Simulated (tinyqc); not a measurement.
Raising the sheet density: inversion layer as a triangular well, valleys of the Si type.

Six ellipsoidal valleys with their long axes along the cube axes, mass ml along the axis and mt across it. For a valley whose axis makes the angle theta with the surface normal, 1/m_z = cos^2(theta)/ml + sin^2(theta)/mt sets the confinement; in the plane the masses are m_1 = mt and m_2 = ml mt/m_z, and m_d = sqrt(m_1 m_2).

The field is taken as constant, e F = 4 pi (e^2/4 pi eps0)(Nd + eta Ns)/eps, with 1e12/cm^2 = 1e-4/angstrom^2, and the oxide as a hard wall at z = 0; c = hbar^2/2m0.

Level j of a valley lies at E_j = a_j (c (e F)^2/m_z)^(1/3) above the band edge at the surface, with the Airy zeros a_j = 2.338107, 4.087949, 5.520560, 6.786708, 7.944134, 9.022651, 10.040174, 11.008524, 11.936016, 12.828777, and has <z> = 2 E_j/(3 e F).

Subband i holds n_i = g m_d/(2 pi c) kB T ln(1 + exp((EF - E_i)/kB T)) (spin included), and EF is fixed by sum n_i = Ns over the levels listed or, where none are listed, over j = 0 to 9 of each group; 1e12/cm^2 = 1e-4/angstrom^2.

Constants: hbar^2/2m0 = 3.80998211 eV angstrom^2; e^2/(4 pi eps0) = 14.39964547 eV angstrom; kB = 8.617333262e-05 eV/K.

Parameters, chosen for this exercise (near those of Si; not measured data):
```
symbol  value                         unit         meaning
ml      0.9                           m0           longitudinal mass
mt      0.191                         m0           transverse mass
eps     11.9                                       dielectric constant
Nd      1.5                           x 1e12/cm^2  depletion charge
eta     0.75                                       share of Ns in the effective field
face    111                                        surface
T       300                           K            temperature
Nss     (0.8, 1.5, 2.5, 4, 6, 9, 13)  x 1e12/cm^2  sheet densities
```

Valleys (masses in m0):
```
valleys g  cos^2(theta)      m_z      m_1      m_2      m_d
6               0.33333  0.25902  0.19100  0.66367  0.35603
```

The field, the ladders and EF anew for each Ns.

Results:
```
Ns (1e12/cm^2)  F (MV/cm)  lowest E (eV)  next - lowest (meV)  EF - lowest (meV)  share of lowest (%)  <z> (angstrom)
0.8                 0.319         0.1242                 93.0              -87.2                 97.1            26.5
1.5                 0.399         0.1442                107.9              -70.2                 98.4            24.4
2.5                 0.513         0.1704                127.6              -56.2                 99.2            22.3
4.0                 0.684         0.2065                154.5              -43.1                 99.7            20.2
6.0                 0.912         0.2501                187.2              -31.4                 99.9            18.3
9.0                 1.254         0.3093                231.5              -19.1                100.0            16.4
13.0                1.711         0.3803                284.6               -7.2                100.0            14.8
```

What can be read from this table?

Levels scale as F^(2/3): the field grows by 5.36 and the lowest level by 3.06. The layer thins from 26.5 to 14.8 angstrom. EF stays below the lowest edge throughout. The share of the lowest subband rises throughout: the spacing grows faster than the band fills.

Run: tinyqc, `OMP_NUM_THREADS=1 python tinyqc.py 1250354 1250355 out.jsonl`; Intel(R) Xeon(R) Processor @ 2.30GHz, one thread, shared host; about 0.02 s of CPU time with all checks.
